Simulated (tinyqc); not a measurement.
# MOS capacitor on a p-type substrate, surface potential from the exact charge relation: what changes with what

Uniform p-type substrate, Boltzmann statistics, full ionisation, classical densities. psi is the surface potential against the body (positive when the bands bend down) and u = psi/Vt. Traps are spread evenly over the gap and neutral at flat band, so their charge is -q Dit psi; the minority quasi-Fermi level is shifted by Vb.

Values chosen for this exercise; band and dielectric values close to those of silicon:

| symbol | value | unit | meaning |
|---|---|---|---|
| T | 293 | K | temperature |
| Eg | 1.1 | eV | band gap |
| eps_r | 11.6 |  | relative permittivity |
| Nc | 2.71e19 | cm^-3 | conduction-band density of states at T |
| Nv | 2.58e19 | cm^-3 | valence-band density of states at T |
| chi | 4.02 | eV | electron affinity |
| N | 6.5e17 | cm^-3 | acceptor density of the substrate |
| eox | 3.9 |  | relative permittivity of the gate insulator (close to silicon dioxide) |
| tox | 4.6 | nm | insulator thickness |
| phiM | 4.84 | eV | gate work function |
| Nf | -1.7e10 | cm^-2 | fixed charge at the interface, in units of q |
| Dit | 0 | cm^-2 eV^-1 | density of interface traps |
| Vb | 0 | V | reverse bias of the inversion layer against the body |

Constants: q = 1.602176634e-19 C, kB = 1.380649e-23 J/K, Vt = kB T/q, eps0 = 8.8541878128e-14 F/cm where lengths are in cm. Results are converted to the units shown.

Each table varies one quantity; the others keep the values above.

## Capacitance-voltage curves

ni = sqrt(Nc Nv) exp(-Eg/(2 Vt)), Eg in volts; phiF = Vt ln(N/ni); Cox = eps0 eox/tox; Vfb = phiM - chi - (Eg - Vt ln(Nv/N)) - q Nf/Cox; Q0 = sqrt(2 eps0 eps_r q N Vt); r = (ni/N)^2 exp(-Vb/Vt); VT = Vfb + [(2 phiF + Vb)(1 + q Dit/Cox) + sqrt(2 eps0 eps_r q N (2 phiF + Vb))/Cox]. u = psi/Vt; F^2 = exp(-u) + u - 1 + r (exp(u) - u - 1); Qs = -sign(u) Q0 F; Cs = -dQs/dpsi = (Q0/Vt) |1 - exp(-u) + r (exp(u) - 1)|/(2 F). psi solves Vg = Vfb + psi + (q Dit psi - Qs)/Cox. Low frequency: 1/C_LF = 1/Cox + 1/(Cs + q Dit). High frequency, in the simple estimate in which traps and minority carriers do not follow: 1/C_HF = 1/Cox + 1/Cd, Cd being Cs with r = 0 at the same psi. Deep depletion: r = 0 and Dit = 0 both in the equation for psi and in Cs. Minority sheet density N_inv = (Q0/(2 q)) int_0^u r (exp(t) - 1)/F(t) dt for u > 0. N_inv under 1 cm^-2 is printed as 0. Regimes: accumulation when majority carriers gather, then depletion up to |psi| = phiF + Vb, weak inversion up to 2 phiF + Vb, strong inversion beyond.

Result of one run:
```
Vg (V),psi (V),C_LF/Cox,C_HF/Cox,C_deep/Cox,N_inv (cm^-2),regime
0.7,0.47173,0.31556,0.31556,0.31556,1452.7,weak inversion
```

What becomes of these results when the gate voltage against the body Vg is changed from 0.7 to -0.01 V, all else the same?

Result of the changed run:
```
Vg (V),psi (V),C_LF/Cox,C_HF/Cox,C_deep/Cox,N_inv (cm^-2),regime
-0.01,0.057872,0.59622,0.59622,0.59622,0,depletion
```

The whole series:
```
Vg (V),psi (V),C_LF/Cox,C_HF/Cox,C_deep/Cox,N_inv (cm^-2),regime
-0.73,-0.082944,0.91324,0.91324,0.91324,0,accumulation
-0.37,-0.039727,0.83170,0.83170,0.83170,0,accumulation
-0.01,0.057872,0.59622,0.59622,0.59622,0,depletion
0.34,0.23874,0.40001,0.40001,0.40001,0,depletion
0.7,0.47173,0.31556,0.31556,0.31556,1452.7,weak inversion
1.06,0.72721,0.26897,0.26884,0.26884,2.8389e7,weak inversion
1.41,0.95602,0.66018,0.24203,0.23888,2.0419e11,strong inversion
1.77,1.0132,0.91613,0.23661,0.21659,1.5543e12,strong inversion
2.13,1.0358,0.95123,0.23457,0.19956,3.1163e12,strong inversion
```

C_LF/Cox is lowest, 0.269, at Vg = 1.06 V (weak inversion) among the rows listed and is 0.951 in the last row, where C_HF/Cox is 0.235 and the deep-depletion value 0.200. Vfb = -0.183 V, where C_HF/Cox = 0.733 (Cox in series with eps0 eps_r/LD), and VT = 1.32 V. Over the last two rows psi moves by only 0.063 V a volt of gate bias, since the inversion charge screens the body. In strong accumulation and inversion degeneracy and confinement, left out here, lower the capacitance.

## Effect of the gate work function on threshold and swing

ni = sqrt(Nc Nv) exp(-Eg/(2 Vt)), Eg in volts; phiF = Vt ln(N/ni); Cox = eps0 eox/tox; Vfb = phiM - chi - (Eg - Vt ln(Nv/N)) - q Nf/Cox; VT = Vfb + [(2 phiF + Vb)(1 + q Dit/Cox) + sqrt(2 eps0 eps_r q N (2 phiF + Vb))/Cox]. gamma = sqrt(2 eps0 eps_r q N)/Cox; Wm = sqrt(2 eps0 eps_r (2 phiF + Vb)/(q N)); m = 1 + (eps0 eps_r/Wm + q Dit)/Cox; swing m Vt ln 10; Cmin/Cox = 1/(1 + Cox Wm/(eps0 eps_r)).

The same in every row: 2 phiF (V) = 0.9129; gamma (V^0.5) = 0.6161; Wm (nm) = 42.43; m = 1.322; swing (mV/decade) = 76.88; Cmin/Cox = 0.2438.

Effect of the gate work function on threshold and swing:
```
phiM (eV),Vfb (V),VT (V)
4.02,-1.003,0.4981
4.22,-0.8034,0.6981
4.42,-0.6034,0.8981
4.62,-0.4034,1.098
4.82,-0.2034,1.298
5.02,-0.003427,1.498
5.22,0.1966,1.698
```

What does the comparison show?

As phiM goes from 4.02 to 5.22, VT rises from 0.498 to 1.70 V, the swing stays at 76.9 mV/decade and Cmin/Cox stays at 0.244. The whole change of VT is that of Vfb: the curve shifts rigidly.

Program tinyqc, `OMP_NUM_THREADS=1 python tinyqc.py 2060148 2060149 out.jsonl`; Intel Xeon 2.30GHz, shared host, one thread, about 0.06 s.
